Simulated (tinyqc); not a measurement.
Thermal displacements in the Debye model: Debye-Waller factors, bond-length spread and the Lindemann rule: one step, computed by the program tinyqc. Command: `OMP_NUM_THREADS=1 python tinyqc.py 3028637 3028638 out.jsonl debyewaller walk`. One thread of a shared host (Intel(R) Xeon(R) Processor @ 2.30GHz), about 0.01 s of CPU time with the checks.

A Debye spectrum with three branches of one velocity, cut at k_B Theta; 4 atoms per cube, nearest neighbours at d = 0.707107 a.

Task: Lindemann melting temperature. <u_x^2> = (3 hbar^2/(2 M k_B Theta)) int_0^1 s coth(s Theta/(2T)) ds (64 Gauss-Legendre points); it tends to 3 hbar^2/(4 M k_B Theta) at T = 0 and to 3 hbar^2 T/(M k_B Theta^2) at high T. Melting is placed where sqrt(3 <u_x^2>) = x_L d; the classical form gives T_m = M k_B Theta^2 (x_L d)^2/(9 hbar^2).

Inputs (values chosen for the exercise, modelled on lead):
```
quantity                 value      unit
atomic mass M            207.2         u
Debye temperature Theta   88.3         K
lattice constant a        4.95  angstrom
temperature T              300         K
Lindemann ratio x_L       0.12         -
```

Structure: fcc.

<u_x^2> = 0.02708908 angstrom^2

Constants: hbar^2/u = 4.18015928e-03 eV angstrom^2; k_B = 8.617333262e-05 eV/K.

Give: Lindemann T_m; classical T_m; ratio sqrt(3 <u_x^2>)/d at T.

Result:

Lindemann T_m = 652.5 K

classical T_m = 652.8 K

ratio sqrt(3 <u_x^2>)/d at T = 0.08145

The rule is empirical: x_L is fitted within a family of like crystals, and T_m goes as its square.
